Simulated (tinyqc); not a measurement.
Two-step dopant diffusion (predeposition and drive-in) with a constant diffusivity. From junction depth x_j back to drive-in time t2. Computed by tinyqc, a small Python program. Command: `OMP_NUM_THREADS=1 python tinyqc.py 3010963 3010964 out.jsonl dopdiff inv`. One thread of a shared host (Intel(R) Xeon(R) Processor @ 2.30GHz), about 0.08 s of CPU time with the checks.

Fick diffusion into a half space x > 0 whose background doping C_B is of the opposite type, so that a junction lies where C = C_B.

Inputs (values chosen for the exercise, modelled on antimony in silicon): prefactor D0 = 4.04 cm^2/s; activation energy E = 3.91 eV; surface concentration C_s = 5.8e+18 1/cm^3; background doping C_B = 1.5e+16 1/cm^3; predeposition temperature T1 = 950 C; predeposition time t1 = 20 min; drive-in temperature T2 = 1150 C; ramp rate = 20 C/min; stand-by temperature = 800 C.

Furnace ramps of the drive-in: linear ramps.

Constants: k_B = 8.617333262e-05 eV/K.

Method:
- D = D0 exp(-E/(k_B T)).
- Temperatures in kelvin are T(C) + 273.15.
- Times in seconds are 60 times the minutes.
- One ramp between the stand-by temperature and T2 adds int D dT / rate (40-point Gauss-Legendre); the usual estimate counts it as an extra time k_B T2^2/(E rate) at T2. (Dt)2 = D2 t2 + two ramps, times in seconds.
- C = C_s erfc(x/(2 sqrt(D1 t1))); dose Q = 2 C_s sqrt(D1 t1/pi); the junction solves erfc(z) = C_B/C_s with x_j = 2 z sqrt(D1 t1).
- With a sealed surface and a thin source, C = Q/sqrt(pi (Dt)2) exp(-x^2/(4 (Dt)2)); x_j = 2 sqrt((Dt)2 ln(C(0)/C_B)); gradient at the junction |dC/dx| = C_B x_j/(2 (Dt)2).

Task: A run gave the result below. Find the drive-in time t2, known to lie between 120 and 300 min.

junction depth x_j = 0.7312057 um

Result:

Each step takes the trial c = (a f_b - b f_a)/(f_b - f_a), f being the result less the target and a, b, c the logarithms of the listed values; c replaces end b, the old b replaces a if the sign of f changed, and otherwise f_a is halved.

Scan of the range:
```
drive-in time t2 (min)  junction depth x_j (um)
120                                    0.583686
140                                    0.616994
163                                    0.651393
190                                    0.687573
221                                    0.724701
258                                    0.764158
300                                    0.803906
```

False position (Illinois rule, in the logarithm of the input) inside the bracket:
```
step    end a    end b    trial  junction depth x_j (um)
1     221.000  258.000  226.712                 0.731108
2     258.000  226.712  226.799                 0.731204
3     258.000  226.799  226.801                 0.731207
4     226.799  226.801  226.800                 0.731206
```

Junction depth x_j rises at every point of a 13-point scan of the range (every second point is shown), so one value fits; it is bracketed by 221 and 258. Answer: drive-in time t2 = 226.8 min.

Caution: C_s exceeds the intrinsic carrier density of silicon at the predeposition temperature (2e18 to 1e19 per cm^3), where real diffusivities rise with concentration and profiles turn box-like.
